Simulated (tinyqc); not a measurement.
# FinFET, parasitic resistance, capacitance and delay: what each parasitic element costs

Nf fins under one contact; each has gated perimeter p = 2 Hf + Wf and cross-section A = Hf Wf; contact width Wc = Nf pf, stack height Hs = Hf. Contact length Lc = CPP - Lg - 2 Lsp, shared by two neighbouring gates. Source and drain sides are equal. The formulas are first-order estimates, not field solutions.

Epitaxy sheet resistance Rsh = re/te, transfer length LT = sqrt(rc/Rsh), contact Rc = [sqrt(rc Rsh)/Wc] coth(Lc/(2 LT)); extension of one fin Rx = rx Lsp/A. With N fins: gate Cg = Cinv p N Lg; per side, plate Cp = ks eps0 [Wc (Hs + Hc) - N A]/Lsp, top fringe Cf = (2/pi) ks eps0 Wc ln(1 + Lg/(2 Lsp)), overlap Co = Cinv p N Lov. One fin: I = p Q vx u/(1 + |u|^1.8)^(1/1.8), Q = Cinv n Vt ln(1 + exp((Vg' - VT + dl Vd')/(n Vt))), u = Vd' mu/(vx Lg), Vg' = Vgs - v, Vd' = Vds - 2 v, with the drop on each side v = Rc (sum of I) + Rx I. Ieff = [I(Vgs = Vdd, Vds = Vdd/2) + I(Vdd/2, Vdd)]/2, total currents. With Cs = Cp + Cf + Co, the load of an inverter of two such devices driving an equal one is CL = 2 (Cg + 2 Cs) + 4 Cs + Cw (own drains counted twice for the Miller effect); delay CL Vdd/(2 Ieff). Each row removes one element and keeps the rest.

Parameters, values chosen for the exercise; values close to those of silicon logic devices:
```
symbol,value,unit,meaning
T,300,K,temperature
Nf,4,,number of fins
Hf,60,nm,fin height
Wf,8,nm,fin width
pf,30,nm,fin pitch
CPP,45,nm,contacted gate pitch
Lg,18,nm,gate length
Lsp,5,nm,spacer length
ks,7,,relative permittivity of the spacer
Hc,15,nm,gate height above the channel stack
rc,1.9e-9,ohm cm^2,contact resistivity
re,0.00058,ohm cm,resistivity of the source-drain epitaxy
te,20,nm,current-carrying depth of the epitaxy
rx,0.0011,ohm cm,resistivity of the extension
Lov,1,nm,gate overlap
Cinv,3.4,uF/cm^2,inversion capacitance
vx,1.4e7,cm/s,injection velocity
mu,130,cm^2/(V s),apparent mobility
VT,0.28,V,threshold at zero drain voltage
dl,0.032,V/V,barrier lowering
n,1.19,,subthreshold factor
Cw,0.31,fF,wire load
Vdd,0.6,V,supply voltage
```

Constants: q = 1.602176634e-19 C, kB = 1.380649e-23 J/K, eps0 = 8.8541878128e-12 F/m, Vt = kB T/q. Results are converted to the units shown.

One element removed at a time:

|  | Ieff (uA) | CL (aF) | delay (ps) |
|---|---|---|---|
| as given | 212.5 | 1817 | 2.566 |
| no contact resistance | 346.5 | 1817 | 1.573 |
| no extension resistance | 225.8 | 1817 | 2.414 |
| air spacer (ks = 1) | 212.5 | 1182 | 1.669 |
| no overlap | 212.5 | 1678 | 2.369 |
| no wire | 212.5 | 1507 | 2.128 |

What do the numbers show?

Gains in delay, largest first: no contact resistance 39 %, air spacer (ks = 1) 35 %, no wire 17 %, no overlap 7.7 %, no extension resistance 5.9 %.

tinyqc, about 0.03 s, one thread, Intel Xeon 2.30GHz (shared host): `OMP_NUM_THREADS=1 python tinyqc.py 2170070 2170071 out.jsonl`
